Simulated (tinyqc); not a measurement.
Inside a calculation. Model: metal gate on a two-layer dielectric stack with fixed charge and a dipole.

tinyqc, about 0.01 s, one thread, Intel Xeon 2.30GHz (shared host): `OMP_NUM_THREADS=1 python tinyqc.py 2010061 2010062 out.jsonl` Printed values are rounded.

Gate, layer 2, layer 1, p-type semiconductor; x runs from the gate inwards. Charges are counted in units of +q. psi is the band bending at the surface, positive towards inversion. Classical charge, Boltzmann statistics, no interface traps.

Parameters, values chosen for the exercise; band and dielectric values close to those of silicon, layer 1 close to aluminium oxide, layer 2 close to hafnium oxide:
- T = 300 K (temperature)
- Eg = 1.11 eV (band gap)
- eps_r = 11.8 (relative permittivity)
- Nc = 2.83e19 cm^-3 (conduction-band density of states at T)
- Nv = 2.65e19 cm^-3 (valence-band density of states at T)
- chi = 4.08 eV (electron affinity)
- Na = 2.4e16 cm^-3 (acceptor density)
- pM = 4.27 eV (work function of the gate metal)
- t1 = 1.5 nm (thickness of layer 1, next to the semiconductor)
- e1 = 8.74 (relative permittivity of layer 1)
- t2 = 3 nm (thickness of layer 2, next to the gate)
- e2 = 22.3 (relative permittivity of layer 2)
- Q1 = 7.9e11 cm^-2 (fixed charge at the semiconductor interface)
- Q2 = -2e12 cm^-2 (fixed charge between the layers)
- r1 = 0 cm^-3 (uniform charge density in layer 1)
- r2 = 0 cm^-3 (uniform charge density in layer 2)
- Vd = 0 V (flat-band shift by a dipole layer between the layers)
- ps = 0.568 V (band bending psi of the working point)

Constants: q = 1.602176634e-19 C, kB = 1.380649e-23 J/K, Vt = kB T/q, eps0 = 8.8541878128e-14 F/cm where lengths are in cm. Results are converted to the units shown.

## Equivalent thickness and work-function difference

EOT = 3.9 (t1/e1 + t2/e2), Cox = eps0/(t1/e1 + t2/e2); phi_ms = pM - (chi + Eg - Vt ln(Nv/Na)).

EOT = 1.19400 nm
Cox = 2.89207 uF/cm^2
share of layer 1 in the EOT = 56.0583 %
phi_ms = -0.738859 V

## Flat-band voltage, term by term

EOT = 3.9 (t1/e1 + t2/e2), Cox = eps0/(t1/e1 + t2/e2); phi_ms = pM - (chi + Eg - Vt ln(Nv/Na)). Vfb = phi_ms + Vd - (q/eps0) [Q1 (t1/e1 + t2/e2) + Q2 t2/e2 + r1 (t1^2/(2 e1) + t1 t2/e2) + r2 t2^2/(2 e2)]: each charge counts with its electrical distance from the gate.

terms (V): phi_ms -0.738859, dipole 0.000000, Q1 -0.043765, Q2 0.048686, r1 0.000000, r2 0.000000
Vfb = -0.733938 V

Apart from phi_ms the largest term is that of Q2, 48.7 mV; all charges and the dipole together move Vfb by 4.92 mV.

## Threshold voltage

ni = sqrt(Nc Nv) exp(-Eg/(2 Vt)), Eg in volts, pB = Vt ln(Na/ni), Vth = Vfb + 2 pB + sqrt(4 q eps0 eps_r Na pB)/Cox.

ni = 1.29995e10 cm^-3
pB = 0.373010 V
depletion charge = 0.0774223 uC/cm^2
Vth = 0.0388519 V

## Charge in the semiconductor

ni = sqrt(Nc Nv) exp(-Eg/(2 Vt)), Eg in volts. Qs = -sign(psi) sqrt(2 q eps0 eps_r Na Vt [exp(-u) + u - 1 + (ni/Na)^2 (exp(u) - u - 1)]), u = psi/Vt.

Qs = -0.0660025 uC/cm^2

The surface is depleted or weakly inverted.

## Fields and voltage drops

Gauss: D = -Qs just inside the semiconductor; going towards the gate subtract q Q1, then q r1 t1, q Q2 and q r2 t2. Field = D/(eps0 e); the drop over a layer is its mean field times its thickness; Vg = phi_ms + Vd + psi + both drops.

```
place                        D (uC/cm^2)  field (MV/cm)
layer 2, gate side              0.259866       0.131612
layer 2, inner side             0.259866       0.131612
layer 1, outer side            -0.060569      -0.078270
layer 1, semiconductor side    -0.060569      -0.078270
semiconductor surface           0.066003       0.063173
```

drop over layer 2 = 0.0394836 V
drop over layer 1 = -0.0117404 V
Vg = -0.143116 V

The same Vg follows from Vfb + psi - Qs/Cox. The largest field, 0.132 MV/cm in size, is at: layer 2, gate side.
